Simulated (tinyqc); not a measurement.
Worked calculation: plane-wave Kohn-Sham cycle with exchange-only LDA in a layered model solid. One step of it, computed by the program tinyqc.

Problem. Iteration 1: levels at that k. Diagonalise the Hermitian matrix.

H (hartree), order -3, -2, -1, +0, +1, +2, +3:
```
[[0.518877, -0.145000, 0.000000, 0.000000, 0.000000, 0.000000, 0.000000],
 [-0.145000, 0.113351, -0.145000, 0.000000, 0.000000, 0.000000, 0.000000],
 [0.000000, -0.145000, -0.111941, -0.145000, 0.000000, 0.000000, 0.000000],
 [0.000000, 0.000000, -0.145000, -0.157000, -0.145000, 0.000000, 0.000000],
 [0.000000, 0.000000, 0.000000, -0.145000, -0.021824, -0.145000, 0.000000],
 [0.000000, 0.000000, 0.000000, 0.000000, -0.145000, 0.293585, -0.145000],
 [0.000000, 0.000000, 0.000000, 0.000000, 0.000000, -0.145000, 0.789228]]
```

Give: eigenvalues.

Solution.

eigenvalues (hartree): [-0.3443, -0.1412, 0.0281, 0.1621, 0.3206, 0.5686, 0.8303]
